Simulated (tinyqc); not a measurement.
Worked calculation: tight binding, dimerised chain. One step of it, computed by the program tinyqc.

Task: Bloch Hamiltonian at k. H_AA = +delta, H_BB = -delta, H_AB = -t1 - t2 exp(-i k a).

Parameters chosen for this model:
```
parameter     value                      unit
t1         1.490000       eV, inside the cell
t2         0.460000         eV, between cells
delta             0  eV, +/- on the two sites
```

k point k (2 pi / a): 0.360000

Give: H(k) at k.

Result:

H(k) at k (eV):
```
               A              B
A          0.000  -1.197+0.354i
B  -1.197-0.354i          0.000
```
